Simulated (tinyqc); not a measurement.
What each parameter does: strain-driven crossing of the Gamma and L valleys in a germanium-like crystal.

Biaxial loads: e0 is the in-plane strain e_par and the normal is free. (001): e_perp = -2 (C12/C11) e_par; exx = eyy = e_par, ezz = e_perp, no shear. (111): e_perp = -(2 C11 + 4 C12 - 4 C44)/(C11 + 2 C12 + 4 C44) e_par; exx = eyy = ezz = (2 e_par + e_perp)/3 and exy = eyz = ezx = (e_perp - e_par)/3. (110): e_perp = -(C11 + 3 C12 - 2 C44)/(C11 + C12 + 2 C44) e_par; exx = eyy = (e_par + e_perp)/2, ezz = e_par, exy = (e_perp - e_par)/2, eyz = ezx = 0. Uniaxial loads: a stress along n, scaled so that n.e.n = e0, with exx = s11 sxx + s12 (syy + szz), exy = s44 sxy/2, s11 = (C11 + C12)/((C11 - C12)(C11 + 2 C12)), s12 = -C12/((C11 - C12)(C11 + 2 C12)), s44 = 1/C44.

Edges from the unstrained valence top: Gamma at Eg + ac tr(e); an L valley with unit axis u at EgL + aL tr(e) + XuL (u.e.u - tr(e)/3), u along [111], [1-1-1], [-11-1], [-1-11]; valence edges are the levels of the 6 x 6 matrix of X, Y, Z times spin with -Dso/3 + l exx + m (eyy + ezz) on the diagonal (cyclic), n exy off it, l = av + 2 b, m = av - b, n = sqrt(3) d. Spin-orbit term (Dso/3) L.sigma on X, Y, Z with (L_k)_ij = -i epsilon_kij: <X+|H|Y+> = -i Dso/3, <X+|H|Z-> = Dso/3, <Y+|H|Z-> = -i Dso/3, <Z+|H|X-> = -Dso/3, <Z+|H|Y-> = i Dso/3, <X-|H|Y-> = i Dso/3, and their conjugates; + and - are the spin along z.

Values chosen for the exercise (near those of Ge, gaps at low temperature; shifted at random, so the results belong to these values and not to a real crystal): Eg = 0.899 eV (gap at Gamma to the s-like level); EgL = 0.74 eV (gap to L); Dso = 0.291 eV (spin-orbit splitting); ac = -8.15 eV (conduction deformation potential); av = 1.26 eV (valence hydrostatic potential); b = -2.51 eV (tetragonal shear potential); d = -5.39 eV (trigonal shear potential); aL = -1.61 eV (hydrostatic potential of the L edge, Xd + Xu/3); XuL = 15.55 eV (uniaxial potential, L); C11 = 126.6 GPa; C12 = 48.5 GPa; C44 = 65.9 GPa; load = uniaxial [100] (kind of strain); e0 = 0.0293 (size of the strain).

Direct gap, Gamma minus the lowest L edge and the valence splitting.

Results for these values:

| case | direct gap (eV) | Gamma - L (meV) | valence splitting (meV) |
|---|---|---|---|
| base | 0.6821 | 73.5 | 121.0 |

What happens to each result for XuL = 13.2175 eV, all else kept?

Answer: direct gap does not change at the printed digits; Gamma - L does not change at the printed digits; valence splitting does not change at the printed digits.

The same for each parameter in turn:

| case | direct gap (eV) | Gamma - L (meV) | valence splitting (meV) |
|---|---|---|---|
| base | 0.6821 | 73.5 | 121.0 |
| C12 = 55.775 GPa | 0.6959 | 84.6 | 122.4 |
| aL = -1.3685 eV | 0.6821 | 70.4 | 121.0 |
| b = -2.8865 eV | 0.6680 | 73.5 | 129.5 |
| C44 = 56.015 GPa | 0.6821 | 73.5 | 121.0 |
| d = -6.1985 eV | 0.6821 | 73.5 | 121.0 |
| ac = -9.3725 eV | 0.6661 | 57.6 | 121.0 |
| XuL = 13.2175 eV | 0.6821 | 73.5 | 121.0 |

(tinyqc, `OMP_NUM_THREADS=1 python tinyqc.py 1051291 1051292 out.jsonl`, Intel(R) Xeon(R) Processor @ 2.30GHz, 1 thread, shared host, about 0.01 s.)
